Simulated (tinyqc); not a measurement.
Floating body of a partially depleted SOI transistor: body voltage and kink: one step of the calculation.

Source at 0 V. Channel current Ic = 2 nf K Vt^2 [F(0) - F(Vd)](1 + la Vd), F(V) = ln^2(1 + exp((Vg - VT - nf V)/(2 nf Vt))), VT = VT0 - gb Vb. Saturation voltage Vs = 2 Vt sqrt(F(0)) + 3 Vt, excess Ve = (Vd - Vs + sqrt((Vd - Vs)^2 + 0.0004 V^2))/2, multiplication M1 = Ai Ve exp(-Bl/Ve). Each junction passes D(v) = J1 (exp(v/Vt) - 1) + J2 (exp(v/(2 Vt)) - 1). Bipolar current Ib = bb J1 (exp(Vb/Vt) - 1). The body settles where M1 (Ic + Ib) = D(Vb) + D(Vb - Vd) + Vb/Rb; drain current Id = (1 + M1)(Ic + Ib) - D(Vb - Vd).

Task. Drain current with floating and with grounded body. Id and VT at the converged Vb, Id at Vb = 0, their ratio, and the bipolar share Ib/(Ic + Ib).

Parameters, values chosen for the exercise; values of the order met in partially depleted silicon-on-insulator transistors: temperature T = 300 K; threshold at zero body voltage VT0 = 0.48 V; fall of the threshold per volt of body voltage gb = 0.2; slope factor nf = 1.17; gain factor per width K = 140 uA/(V^2 um); channel-length modulation factor la = 0.07 1/V; impact-ionisation prefactor Ai = 1.86 1/V; impact-ionisation voltage Bl = 5.1 V; diffusion saturation current of each junction J1 = 3.1e-12 uA/um; recombination saturation current of each junction J2 = 1.1e-9 uA/um; gain of the lateral bipolar transistor on the diffusion current bb = 0; resistance of a weak body tie to the source (1e9 stands for no tie, and the term is then dropped) Rb = 5e5 kohm um; gate voltage Vg = 1.07 V; drain voltage Vd = 1.4 V.

Constants: q = 1.602176634e-19 C, kB = 1.380649e-23 J/K, Vt = kB T/q. Results are converted to the units shown.

converged Vb = 0.59784635 V

Give: VT; Id, floating; Id, grounded; ratio; bipolar share.

Result.

VT = 0.36043 V
Id, floating = 33.111 uA/um
Id, grounded = 22.936 uA/um
ratio = 1.4436
bipolar share = 0.0000 %

The body rises to 0.598 V and lowers the threshold by 120 mV.

Range of the model: The multiplication law is an empirical form chosen for the exercise; self-heating and capacitive coupling to the body are left out, and the linear laws are rough once Vb passes about 0.7 V or M1 about 0.1.

Numbers from tinyqc (`OMP_NUM_THREADS=1 python tinyqc.py 2182207 2182208 out.jsonl`; about 0.2 s on one thread of a shared Intel Xeon 2.30GHz).
